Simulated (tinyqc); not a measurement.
Tight binding, kagome lattice, step by step. One step of it, computed by the program tinyqc.

Task: Bloch Hamiltonian at k. H_AB = -t1 - t2 exp(-i k.a1), H_AC = -t1 - t2 exp(-i k.a2), H_BC = -t1 - t2 exp(i k.(a1 - a2)), H_CC = delta.

Parameters chosen for this model:
```
parameter,value,unit
t1,1.800000,"eV, up triangles"
t2,1.800000,"eV, down triangles"
delta,-0.800000,eV on site C
```

k point k (fractions of the reciprocal vectors): -0.130000  -0.120000

Give: H(k) at k.

Result:

H(k) at k (eV):
```
,A,B,C
A,0.0000,-3.0322-1.3121i,-3.1121-1.2322i
B,-3.0322+1.3121i,0.0000,-3.5964+0.1130i
C,-3.1121+1.2322i,-3.5964-0.1130i,-0.8000
```
